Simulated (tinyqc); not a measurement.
Short-channel transistor, virtual-source model with series resistance: one step of the calculation.

The current per gate width is the charge at the top of the source barrier (the virtual source) times its velocity times a saturation function; al and be are fitting constants of the model. Units: I in uA/um, Rs in ohm um, so I Rs = 1e-6 I Rs in volts; Q in uC/cm^2, so I = 1e-4 Q vx0 Fsat with vx0 in cm/s.

Question. Current through the series resistance. Intrinsic voltages Vg' = Vgs - I Rs, Vd' = Vds - 2 I Rs. n = n0 + nd Vd', VT = VT0 - dl Vd', Ff = 1/(1 + exp((Vg' - VT + al Vt/2)/(al Vt))), Q = Cinv n Vt ln(1 + exp((Vg' - VT + al Vt Ff)/(n Vt))), Vdsat = (vx0 L/mu)(1 - Ff) + Vt Ff, Fsat = u/(1 + u^be)^(1/be) with u = Vd'/Vdsat, and I(out) = Q vx0 Fsat per width. (Fsat takes the sign of u.) I(new) = I + 0.3 (I(out) - I).

Parameters, values chosen for the exercise:
- T = 300 K (temperature)
- Cinv = 2.73 uF/cm^2 (inversion capacitance)
- vx0 = 5.77e6 cm/s (velocity at the virtual source)
- mu = 150 cm^2/(V s) (apparent mobility)
- L = 130 nm (channel length)
- VT0 = 0.299 V (threshold at zero drain voltage)
- dl = 0.113 V/V (drain-induced barrier lowering)
- n0 = 1.14 (subthreshold factor)
- nd = 0 1/V (growth of n with drain voltage)
- al = 3.5 (threshold shift (in units of Vt) from weak to strong inversion)
- be = 1.4 (sharpness of saturation)
- Rs = 70 ohm um (series resistance of each contact)
- Vgs = 0.5 V (gate voltage)
- Vds = 0.25 V (drain voltage)

Constants: q = 1.602176634e-19 C, kB = 1.380649e-23 J/K, Vt = kB T/q. Results are converted to the units shown.

I after iteration 2 = 75.477328 uA/um

Give: Vg'; Vd'; VT; Ff; Q; Vdsat; Fsat; I(out); I after iteration 3.

Answer.

Vg' = 0.49472 V
Vd' = 0.23943 V
VT = 0.27194 V
Ff = 0.049169
Q = 0.62035 uC/cm^2
Vdsat = 0.47675 V
Fsat = 0.39874
I(out) = 142.73 uA/um
I after iteration 3 = 95.652 uA/um

Computed by the program tinyqc: `OMP_NUM_THREADS=1 python tinyqc.py 2380053 2380054 out.jsonl`, one thread of a shared Intel Xeon 2.30GHz, about 0.01 s for the whole run.
